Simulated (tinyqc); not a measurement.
Worked calculation: millisecond and nanosecond annealing: surface heating, thermal budget and solid-phase regrowth. Computed by tinyqc, a small Python program that keeps every step. Command: `OMP_NUM_THREADS=1 python tinyqc.py 3014686 3014687 out.jsonl flash walk`. One thread of a shared host (Intel(R) Xeon(R) Processor @ 2.30GHz), about 0.01 s of CPU time with the checks. Intermediate numbers are printed to about 5 digits and carried at full precision; extremes and crossings named in words are read from the listed rows.

A square pulse heats the surface of a thick wafer with constant thermal properties; losses by radiation are neglected and silicon melts at 1414 C.

Inputs (values chosen for the exercise, modelled on hot silicon with phosphorus):
```
quantity                      value        unit
incident fluence               20.4      J/cm^2
pulse length t_p            0.00074           s
reflectance R                  0.43           -
thermal conductivity k         0.22    W/(cm K)
heat capacity per volume c     2.28  J/(cm^3 K)
preheat temperature T0          700           C
wafer thickness d               775          um
dopant prefactor D0            4.27      cm^2/s
dopant activation energy E     3.71          eV
regrowth prefactor v0       3.5e+08        cm/s
regrowth energy E_v            2.69          eV
amorphous layer                 5.3          nm
```

Source: flash lamp.

Constants: k_B = 8.617333262e-05 eV/K.

## Peak temperature

Absorbed flux q = (1 - R) fluence/t_p; kappa = k/c. With f(z, t) = (2 q/k) sqrt(kappa t) ierfc(z/(2 sqrt(kappa t))), ierfc(x) = exp(-x^2)/sqrt(pi) - x erfc(x): T = T0 + f(z, t) during the pulse and T0 + f(z, t) - f(z, t - t_p) after it. At the surface the rise at the end of the pulse is 2 q sqrt(t_p/(pi k c)); the fluence that just melts the surface scales with (1414 - T0).

absorbed flux q = 15714 W/cm^2

kappa = 0.096491 cm^2/s

thermal length sqrt(kappa t_p) = 84.501 um

peak temperature = 1381.0 C

fluence at the melting threshold = 21.388 J/cm^2

The heated layer is 11 % of the wafer thickness, so the cold bulk quenches the surface.

## Temperature in depth and time

The formulas are those given above.

Temperature (C):
```
t/t_p  surface  z = 0.5 thermal lengths   z = 1   z = 2
0.10     915.4                    735.7  702.38  700.00
0.25    1040.5                    820.5  730.33  700.59
0.50    1181.6                    938.8  800.57  710.25
0.75    1289.8                   1036.5  872.60  731.78
1.00    1381.0                   1121.4  940.99  760.66
1.10    1198.9                   1117.0  964.80  773.48
1.50    1052.5                   1028.1  965.25  818.37
2.00     982.1                    969.9  936.53  840.48
4.00     882.5                    879.2  869.78  836.76
10.00    810.5                    809.8  807.64  799.46
```

One tenth of a pulse length after the end the surface has lost 182 C: cooling starts as sqrt(t - t_p), much faster than heating ends.

## Thermal budget

Temperatures in kelvin are T(C) + 273.15. Integrate exp(-E/(k_B T(t))) at the surface from 0 to 10 t_p (Gauss-Legendre, 60 points in sqrt(t) up to t_p and 60 in sqrt(t - t_p) after it). (Dt) = D0 x integral with E; regrowth = v0 x integral with E_v; effective time = integral/exp(-E/(k_B T_peak)).

budget (Dt) = 2.8164e-15 cm^2

diffusion length 2 sqrt(Dt) = 1.0614 nm

effective time over t_p = 0.17917

possible regrowth = 4123.6 nm

Only 17.9 % of the pulse counts at the peak; the estimate 2 k_B T_peak^2/(E (T_peak - T0)) gives 18.7 %. The amorphous layer of 5.3 nm regrows fully. Caution: equilibrium diffusivities are used; implant damage enhances diffusion, and k and c vary with temperature. Caution: the peak lies above 1150 C, and amorphous silicon melts some 200 to 250 K below the crystal, so a layer that has not regrown before the peak may melt instead. Caution: at this preheat temperature the layer would already regrow within five seconds or less before the pulse.

## Same peak temperature, different pulse lengths

For each t_p the flux is set so that the peak temperature stays the same: q sqrt(t_p) is fixed.

Pulses:
```
t_p (s)   fluence (J/cm^2)  q (W/cm^2)  thermal length (um)  2 sqrt(Dt) (nm)  regrowth (nm)
1.00e-07        2.3715e-01  1.3517e+06           9.8230e-01       1.2338e-02     5.5725e-01
1.00e-06        7.4992e-01  4.2745e+05           3.1063e+00       3.9018e-02     5.5725e+00
1.00e-05        2.3715e+00  1.3517e+05           9.8230e+00       1.2338e-01     5.5725e+01
1.00e-04        7.4992e+00  4.2745e+04           3.1063e+01       3.9018e-01     5.5725e+02
3.00e-04        1.2989e+01  2.4679e+04           5.3803e+01       6.7581e-01     1.6717e+03
1.00e-03        2.3715e+01  1.3517e+04           9.8230e+01       1.2338e+00     5.5725e+03
3.00e-03        4.1075e+01  7.8042e+03           1.7014e+02       2.1371e+00     1.6717e+04
1.00e-02        7.4992e+01  4.2745e+03           3.1063e+02       3.9018e+00     5.5725e+04
```

Fluence and diffusion length grow as sqrt(t_p), regrowth as t_p. The layer of 5.3 nm regrows from t_p = 1e-06 s on among these rows, at a diffusion length of 0.039 nm. Caution: amorphous silicon melts some 200 to 250 K below the crystal, which matters for the short pulses that reach the peak before regrowth. Caution: the shortest pulses need a source absorbed within their thermal length, and the longest also heat the back of the wafer, which the thick-wafer formula leaves out. Caution: seconds at the preheat temperature would regrow the layer before any pulse.

Checks made by the program: heat stored at the end of the pulse against the absorbed fluence (relative difference below 1e-10).
